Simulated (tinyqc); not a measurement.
Capillary instabilities by surface diffusion: grooving and agglomeration of films, edge retraction, wire break-up and smoothing of roughness: one step, computed by the program tinyqc.

Isotropic surface energy; shapes change by surface diffusion alone.

Problem. The Mullins constant. B = D_s nu gamma_s Omega^2/(k_B T), D_s = D0 exp(-Q/(k_B T)).

Inputs (values chosen for the exercise, for a model film): surface energy gamma_s = 1.65 J/m^2; atomic volume Omega = 17 angstrom^3; surface sites nu = 8.2 1/nm^2; prefactor D0 = 2.5e-05 m^2/s; activation energy Q = 0.771 eV; temperature T = 758 K; time t = 32 s.

Constants: k_B = 8.617333262e-05 eV/K; k_B = 1.380649e-23 J/K.

Give: D_s; B; length (B t)^(1/4).

Solution.

D_s = 1.870e-10 m^2/s

B = 6.985e+07 nm^4/s

length (B t)^(1/4) = 217.4 nm

Lengths grow as t^(1/4): doubling one takes 16 times as long, or roughly 260 K more.
